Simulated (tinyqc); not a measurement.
# Absorption edge of a degenerate semiconductor, band filling against gap narrowing, step by step

Numbers from tinyqc (`OMP_NUM_THREADS=1 python tinyqc.py 2330107 2330108 out.jsonl`; about 0.01 s on one thread of a shared Intel Xeon 2.30GHz). Printed values are rounded.

n-type, parabolic bands, full ionisation. eta = (EF - Ec)/kB T solves N = Nc F12(eta), F12(x) = (2/sqrt(pi)) int_0^infinity sqrt(u)/(1 + exp(u - x)) du. The gap shrinks rigidly by dEg = a3 y^(1/3) + a4 y^(1/4) + a2 y^(1/2), y = N/1e18 cm^-3, an empirical law that is here taken as the true narrowing.

Parameters, values chosen for the exercise; band and dielectric values close to those of indium phosphide:

| symbol | value | unit | meaning |
|---|---|---|---|
| T | 400 | K | temperature |
| Eg | 1.32 | eV | band gap |
| Nc | 8.55e17 | cm^-3 | conduction-band density of states at 400 K, from me |
| me | 0.0788 | m0 | electron mass |
| mh | 0.608 | m0 | hole mass |
| N | 3.2e18 | cm^-3 | ionised donor density |
| a3 | 12 | meV | coefficient of (N/1e18)^(1/3) |
| a4 | 9.4 | meV | coefficient of (N/1e18)^(1/4) |
| a2 | 3.4 | meV | coefficient of (N/1e18)^(1/2) |

Constants: q = 1.602176634e-19 C, kB = 1.380649e-23 J/K, h = 6.62607015e-34 J s, c = 299792458 m/s, Vt = kB T/q. Results are converted to the units shown.

Range of the model: Band tails, non-parabolic bands and incomplete ionisation are left out.

## Iteration 1: Fermi level

eta at the start (Boltzmann value) = 1.3198

Newton step on ln F12(eta) = ln(N/Nc): eta(new) = eta - ln(Nc F12/N) F12/Fm, Fm(x) = dF12/dx = (1/sqrt(pi)) int_0^infinity u^(-1/2)/(1 + exp(u - x)) du.

F12 = 1.92690
Fm = 1.16962
eta after iteration 1 = 2.41353

## Course of the iteration

Stop when eta changes by less than 1e-9.

Course of the iteration:
```
iteration      eta    change
1          2.41353      1.09
2          2.57753     0.164
3          2.58069   3.15e-3
4          2.58069   1.13e-6
5          2.58069  1.45e-13
```

Converged in 5 iterations.

## The optical edge

converged eta = 2.58069

Vertical transitions need an empty final state: the edge is taken where the state lies 4 kB T below EF, E_opt = Eg - dEg + (1 + me/mh) max(eta - 4, 0) kB T; wavelength h c/(q E_opt).

dEg = 36.3378 meV
EF - Ec = 88.9546 meV
filling shift = 0 meV
E_opt = 1.28366 eV
wavelength = 965.863 nm

The edge lies 36.3 meV below the undoped gap: narrowing outweighs filling.
